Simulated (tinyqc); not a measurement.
Floating body of a partially depleted SOI transistor: body voltage and kink: transfer curve and swing.

Source at 0 V. Channel current Ic = 2 nf K Vt^2 [F(0) - F(Vd)](1 + la Vd), F(V) = ln^2(1 + exp((Vg - VT - nf V)/(2 nf Vt))), VT = VT0 - gb Vb. Saturation voltage Vs = 2 Vt sqrt(F(0)) + 3 Vt, excess Ve = (Vd - Vs + sqrt((Vd - Vs)^2 + 0.0004 V^2))/2, multiplication M1 = Ai Ve exp(-Bl/Ve). Each junction passes D(v) = J1 (exp(v/Vt) - 1) + J2 (exp(v/(2 Vt)) - 1). Bipolar current Ib = bb J1 (exp(Vb/Vt) - 1). The body settles where M1 (Ic + Ib) = D(Vb) + D(Vb - Vd) + Vb/Rb; drain current Id = (1 + M1)(Ic + Ib) - D(Vb - Vd).

Rows with more than one solution for Vb (latch) are left out; dId/dVd by a forward difference over 1e-4 V, swing = 1e-4 V over the change of log10 Id; M1 under 1e-12 is printed as 0.

Inputs (values chosen for the exercise); values of the order met in partially depleted silicon-on-insulator transistors:
```
symbol,value,unit,meaning
T,330,K,temperature
VT0,0.41,V,threshold at zero body voltage
gb,0.23,,fall of the threshold per volt of body voltage
nf,1.41,,slope factor
K,150,uA/(V^2 um),gain factor per width
la,0.08,1/V,channel-length modulation factor
Ai,3.35,1/V,impact-ionisation prefactor
Bl,7.6,V,impact-ionisation voltage
J1,8.8e-11,uA/um,diffusion saturation current of each junction
J2,1.7e-8,uA/um,recombination saturation current of each junction
bb,1,,gain of the lateral bipolar transistor on the diffusion current
Rb,4000,kohm um,"resistance of a weak body tie to the source (1e9 stands for no tie, and the term is then dropped)"
Vd,2.2,V,drain voltage
```

Constants: q = 1.602176634e-19 C, kB = 1.380649e-23 J/K, Vt = kB T/q. Results are converted to the units shown.

Transfer curve and swing:
```
Vg (V),Vb (V),M1,"Id, floating (uA/um)","Id, grounded (uA/um)",ratio,"swing, floating (mV/decade)","swing, grounded (mV/decade)"
-0.04,4.240e-6,0.1947,6.416e-6,6.416e-6,1.000,92.74,92.74
0.06,5.009e-5,0.1945,7.682e-5,7.680e-5,1.000,92.92,92.94
0.16,5.869e-4,0.1937,9.040e-4,9.010e-4,1.003,94.08,94.38
0.26,0.006543,0.1913,0.01019,0.009838,1.036,95.93,99.24
0.36,0.07707,0.1827,0.1247,0.08779,1.421,78.84,114.0
0.46,0.6159,0.1407,3.072,0.5218,5.888,225.7,150.8
0.56,0.6421,0.1173,6.902,1.876,3.679,353.2,218.5
0.66,0.6552,0.09640,12.02,4.532,2.652,484.9,312.9
0.76,0.6626,0.07816,18.28,8.527,2.144,618.5,423.1
```

Vb rises from 4.24e-6 to 0.663 V. The smallest swing among the rows is 78.8 mV a decade with a floating body (at Vg = 0.36 V) and 92.7 with a grounded one; Vt ln 10 = 65.5. The floating swing is smaller by more than 3 % for Vg = 0.26, 0.36 V, where the rising Vb lowers the threshold as Vg rises. In the first row the floating body raises the current by a factor of 1.00.

Range of the model: The multiplication law is an empirical form chosen for the exercise; self-heating and capacitive coupling to the body are left out, and the linear laws are rough once Vb passes about 0.7 V or M1 about 0.1.

tinyqc, about 0.2 s, one thread, Intel Xeon 2.30GHz (shared host): `OMP_NUM_THREADS=1 python tinyqc.py 2182121 2182122 out.jsonl`
